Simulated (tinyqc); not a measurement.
What moves the results: band offset of a heterojunction with an interface dipole (two-band chains, self-consistent charge). A value that a table varies takes the place of the one given here.

Sites alternate A, C. Left: A at -G1/2, C at +G1/2, hopping -t1; right: A at D - G2/2, C at D + G2/2, hopping -t2; the bonds across the two interfaces of a ring (C left to A right, C right to A left) have -sqrt(t1 t2). D is the offset of the mid-gaps, so Ev(right) - Ev(left) = D - (G2 - G1)/2 and Ec(right) - Ec(left) = D + (G2 - G1)/2. The closing bond has its sign reversed (antiperiodic ring). Half the levels are filled with two electrons each. The charge moved is q = (electrons on the left) less one a site; the mean over the two interfaces, q/2, is taken as the charge that crosses each, and its dipole opposes the offset: D = D0 - u q/2.

From here on the ring has 24 cells a side.

Values chosen for the exercise (gaps near those of InGaAs and InP; the chains and D0 are free models, so the offsets are not those of the real pair; shifted at random, so the results belong to these values and not to a real crystal):

| symbol | value | unit | meaning |
|---|---|---|---|
| G1 | 0.76 | eV | gap on the left |
| G2 | 1.3 | eV | gap on the right |
| t1 | 2.23 | eV | hopping on the left |
| t2 | 2.77 | eV | hopping on the right |
| u | 3.8 | eV | potential step per electron moved across |
| D0 | 0.61 | eV | mid-gap of the right side above that of the left, without dipole |

## Where the moved charge sits

D = 0.30486 eV

Electrons in cell k from an interface at the self-consistent D, less those at D = 0. Interface 1 joins C left to A right, interface 2 C right to A left. The decay lengths 1/(2 kappa a) are those of mid-gap states, cosh(kappa a) = 1 + G^2/(8 t^2).

Change of the electron count:

| k | left of 1 | right of 1 | left of 2 | right of 2 |
|---|---|---|---|---|
| 1 | 0.03412 | -0.03774 | 0.02946 | -0.03307 |
| 2 | 0.01826 | -0.01975 | 0.01579 | -0.01710 |
| 3 | 0.01137 | -0.01142 | 0.00992 | -0.00987 |
| 4 | 0.00735 | -0.00676 | 0.00645 | -0.00584 |
| 5 | 0.00484 | -0.00404 | 0.00427 | -0.00349 |
| 6 | 0.00324 | -0.00243 | 0.00287 | -0.00210 |

decay lengths (cells): left 2.938, right 2.136

Over six cells interface 1 moves +0.0792 electrons to the left side and -0.0821 to the right, interface 2 +0.0688 and -0.0715: each change is a dipole, and the two differ because the bonds join different sites. The first cells hold 45 % of it at interface 1. The tail is longer on the left, where the gap is smaller against the hopping: from k = 2 to 4 it falls by a factor 2.48, and pure mid-gap decay would give 1.98; the exponential carries a prefactor that falls as a power of the distance, so the first cells drop faster.

## Screening of the starting offset

chi = 0.519847 1/eV

D0 is varied; the self-consistent D is found by bisection. chi = dq/dD at D = 0; the linear rule is D = S D0 with S = 1/(1 + u chi/2). The gap of the junction closes (type III) at |D| = (G1 + G2)/2.

Against D0:

| 2 D0/(G1 + G2) | D0 (eV) | q at D0 | D (eV) | D/D0 | linear (eV) |
|---|---|---|---|---|---|
| -0.85 | -0.875 | -0.5225 | -0.4344 | 0.4962 | -0.4405 |
| -0.55 | -0.567 | -0.3091 | -0.2834 | 0.5002 | -0.2850 |
| -0.30 | -0.309 | -0.1628 | -0.1552 | 0.5022 | -0.1555 |
| -0.15 | -0.154 | -0.0806 | -0.0777 | 0.5029 | -0.0777 |
| 0.10 | 0.103 | 0.0536 | 0.0518 | 0.5030 | 0.0518 |
| 0.25 | 0.258 | 0.1351 | 0.1294 | 0.5025 | 0.1295 |
| 0.50 | 0.515 | 0.2785 | 0.2579 | 0.5007 | 0.2591 |
| 0.80 | 0.824 | 0.4814 | 0.4095 | 0.4970 | 0.4145 |
| 0.95 | 0.979 | 0.6206 | 0.4838 | 0.4944 | 0.4923 |

D/D0 lies between 0.494 and 0.503, against S = 0.503 from chi at D = 0; the linear rule misses by at most 8 meV. q is odd in D. Less than half of the starting offset is screened, so the natural line-up still counts most.

## Wider gaps screen less

G2 is varied. chi = (q(+0.01) - q(-0.01))/0.02 at D = 0, S = 1/(1 + u chi/2).

Against G2:

| G2 (eV) | chi (1/eV) | S |
|---|---|---|
| 0.7 | 0.72189 | 0.4217 |
| 1.1 | 0.57235 | 0.4791 |
| 1.5 | 0.47647 | 0.5249 |
| 2.3 | 0.35681 | 0.5960 |
| 3.4 | 0.26126 | 0.6683 |
| 5.5 | 0.16245 | 0.7641 |
| 7.0 | 0.12123 | 0.8128 |
| 9.0 | 0.08493 | 0.8611 |

chi falls from 0.7219 to 0.0849 1/eV, a factor 8.5, and S rises from 0.422 to 0.861: charge crosses through the tails of states that tunnel into the other gap, and these shorten as the gap widens. u is kept fixed, though a wider gap also screens less and would raise it.

## What each parameter does

Self-consistent D by bisection, q there, and the two offsets. Each row changes one parameter from the base and keeps the others.

Results:

| case | D (eV) | q | valence offset (eV) | conduction offset (eV) |
|---|---|---|---|---|
| base | 0.3049 | 0.1606 | 0.0349 | 0.5749 |
| G1 = 0.874 eV | 0.3134 | 0.1561 | 0.1004 | 0.5264 |
| G2 = 1.495 eV | 0.3179 | 0.1537 | -0.0496 | 0.6854 |
| t1 = 2.564 eV | 0.3051 | 0.1605 | 0.0351 | 0.5751 |
| t2 = 3.185 eV | 0.3053 | 0.1604 | 0.0353 | 0.5753 |
| D0 = 0.701 eV | 0.3496 | 0.1850 | 0.0796 | 0.6196 |
| u = 4.37 eV | 0.2839 | 0.1493 | 0.0139 | 0.5539 |

The largest shifts from the base row, up to three for each result and ties (the steps differ in size, so this ranks the rows, not the parameters). D (eV): D0 +0.0447, u -0.0210, G2 +0.0131. q: D0 +0.0244, u -0.0113, G2 -0.0069. valence offset (eV): G2 -0.0844, G1 +0.0655, D0 +0.0447. conduction offset (eV): G2 +0.1106, G1 -0.0485, D0 +0.0447.

Program tinyqc; command `OMP_NUM_THREADS=1 python tinyqc.py 1481035 1481036 out.jsonl`; about 0.3 s on one thread of a shared Intel(R) Xeon(R) Processor @ 2.30GHz.
